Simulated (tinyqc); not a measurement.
# Changing the Grueneisen parameter gamma_TA

Model: quasi-harmonic thermal expansion with mode Grueneisen parameters. Computed by tinyqc, a small Python program. Command: `OMP_NUM_THREADS=1 python tinyqc.py 3010522 3010523 out.jsonl qha sweep`. One thread of a shared host (Intel(R) Xeon(R) Processor @ 2.30GHz), about 0.05 s of CPU time with the checks.

A crystal with two atoms a cell; per atom there are 1 transverse acoustic (TA), 1/2 longitudinal acoustic (LA) and 3/2 optical (O) modes. Every frequency of group i scales as nu_i (V/V0)^(-gamma_i). The acoustic groups have Debye spectra, density 3 nu^2/nu_i^3 up to nu_i (40 Gauss-Legendre points); the optical group has one frequency. Static energy: E = (9 V0 B0/16) [y^3 B' + y^2 (2 - 4 y)], y = (V0/V)^(2/3) - 1, with pressure P_s = (3 B0/2) (z^7 - z^5) [1 + (3/4)(B' - 4)(z^2 - 1)], z = (V0/V)^(1/3).

Inputs (values chosen for the exercise, modelled on cadmium telluride):

| quantity | value | unit |
|---|---|---|
| static volume V0 | 34 | angstrom^3/atom |
| static bulk modulus B0 | 42.2 | GPa |
| static B' | 5.25 | - |
| frequency nu_TA | 1.05 | THz |
| frequency nu_LA | 3.44 | THz |
| frequency nu_O | 4.62 | THz |
| Grueneisen parameter gamma_LA | 1.1 | - |
| Grueneisen parameter gamma_O | 1.6 | - |
| temperature T | 50 | K |
| step factor f | 1.2 | - |

Acoustic groups: Debye.

Constants: h x 1 THz = 4.135667696 meV; k_B = 8.617333262e-05 eV/K; 1 eV/angstrom^3 = 160.2176634 GPa.

Method:
- For a mode with x = h nu/(k_B T), n = 1/(exp(x) - 1): U = h nu (n + 1/2), C/k_B = x^2 n (n + 1); U_i and C_i sum these over group i with its weight per atom.
- Phonon pressure P_ph = sum_i gamma_i U_i/V.
- gamma_th = sum gamma_i C_i / sum C_i; volume expansion coefficient alpha_V = gamma_th C k_B/(B0 V0); linear coefficient alpha_V/3; first-order volume change P_ph/B0.
- Start at V0 and step V(new) = V [1 + f (P_s + P_ph)/B0]; stop when |P_s + P_ph| < 1e-8 GPa, after 60 steps, or when V leaves 0.7 to 1.3 V0.
- B_T = -V d(P_s + P_ph)/dV at fixed T (central difference, step 1e-4 V); alpha_V = sum gamma_i C_i k_B/(B_T V), all at V(T); the linear coefficient is alpha_L = alpha_V/3.
- C_P - C_V = alpha_V^2 B_T V T; the optical frequency is nu_O (V/V0)^(-gamma_O).
- At T = 0, U_i is the zero-point energy (h nu/2 a mode); solve P_s + P_ph = 0.

One run for each value:

| Grueneisen parameter gamma_TA | linear expansion coefficient (ppm/K) | gamma_th at V0 | volume change from V0 (%) | zero-point volume change (%) |
|---|---|---|---|---|
| -2.2 | -3.779 | -0.731 | 0.1903 | 0.2488 |
| -1.7 | -2.252 | -0.437 | 0.2157 | 0.2580 |
| -1.2 | -0.721 | -0.143 | 0.2411 | 0.2672 |
| -0.7 | 0.812 | 0.151 | 0.2666 | 0.2764 |
| -0.2 | 2.348 | 0.446 | 0.2920 | 0.2856 |
| 0.3 | 3.887 | 0.740 | 0.3175 | 0.2948 |
| 0.8 | 5.429 | 1.034 | 0.3430 | 0.3039 |
| 1.3 | 6.974 | 1.329 | 0.3686 | 0.3130 |
| 1.8 | 8.521 | 1.623 | 0.3941 | 0.3221 |

Over the rows, linear expansion coefficient (ppm/K) rises from -3.78 to 8.52; gamma_th at V0 rises from -0.731 to 1.62; volume change from V0 (%) rises from 0.190 to 0.394. The expansion changes sign between gamma_TA = -1.2 and -0.70, where gamma_TA C_TA cancels the other groups.
